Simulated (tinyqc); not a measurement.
RKS/PBE in the 3-21g basis, for H2, spin multiplicity 1, step by step. One step of it, computed by the program tinyqc.

Problem. Iteration 1: building the Kohn-Sham matrix. J_ij = sum D_kl (ij|kl); F = H + J + V_xc; E = tr D H + tr D J / 2 + E_xc + E_nn.

D at the start, lower triangle:
```
          1H 1s     1H 2s     2H 1s     2H 2s
1H 1s  0.150890
1H 2s  0.217823  0.314447
2H 1s  0.150890  0.217823  0.150890
2H 2s  0.217823  0.314447  0.217823  0.314447
```

core Hamiltonian H = T + V (hartree), lower triangle:
```
           1H 1s      1H 2s      2H 1s      2H 2s
1H 1s  -0.535709
1H 2s  -0.724723  -0.765583
2H 1s  -0.106927  -0.298511  -0.535709
2H 2s  -0.298511  -0.480743  -0.724723  -0.765583
```

Two-electron integrals (ij|kl) in chemists' order, unique and non-zero (hartree):
```
(11|11) 1.140145   (21|11) 0.611403   (21|21) 0.345152   (22|11) 0.626370
(22|21) 0.380329   (22|22) 0.482957   (31|11) 0.025432   (31|21) 0.015481
(31|22) 0.019346   (31|31) 0.001417   (32|11) 0.090473   (32|21) 0.057712
(32|22) 0.082520   (32|31) 0.005919   (32|32) 0.034954   (33|11) 0.364092
(33|21) 0.234833   (33|22) 0.352749   (33|31) 0.025432   (33|32) 0.184889
(33|33) 1.140145   (41|11) 0.184889   (41|21) 0.105704   (41|22) 0.118998
(41|31) 0.005919   (41|32) 0.022261   (41|33) 0.090473   (41|41) 0.034954
(42|11) 0.262398   (42|21) 0.162454   (42|22) 0.216902   (42|31) 0.011537
(42|32) 0.056726   (42|33) 0.262398   (42|41) 0.056726   (42|42) 0.121364
(43|11) 0.234833   (43|21) 0.151133   (43|22) 0.225110   (43|31) 0.015481
(43|32) 0.105704   (43|33) 0.611403   (43|41) 0.057712   (43|42) 0.162454
(43|43) 0.345152   (44|11) 0.352749   (44|21) 0.225110   (44|22) 0.329047
(44|31) 0.019346   (44|32) 0.118998   (44|33) 0.626370   (44|41) 0.082520
(44|42) 0.216902   (44|43) 0.380329   (44|44) 0.482957
```

nuclear repulsion = 0.36419629 hartree

V_xc (hartree), lower triangle:
```
           1H 1s      1H 2s      2H 1s      2H 2s
1H 1s  -0.503908
1H 2s  -0.271460  -0.286977
2H 1s  -0.015527  -0.086762  -0.503908
2H 2s  -0.086762  -0.156964  -0.271460  -0.286977
```

E_xc = sum of w rho eps_xc = -0.58370511 hartree

Give: Coulomb J; Kohn-Sham matrix F; total energy of this density.

Solution.

Coulomb J (hartree), lower triangle:
```
        1H 1s   1H 2s   2H 1s   2H 2s
1H 1s  1.1962
1H 2s  0.7123  0.8969
2H 1s  0.0462  0.2385  1.1962
2H 2s  0.2385  0.4864  0.7123  0.8969
```

Kohn-Sham matrix F (hartree), lower triangle:
```
         1H 1s    1H 2s    2H 1s    2H 2s
1H 1s   0.1566
1H 2s  -0.2839  -0.1557
2H 1s  -0.0763  -0.1468   0.1566
2H 2s  -0.1468  -0.1513  -0.2839  -0.1557
```

total energy of this density = -1.052165 hartree
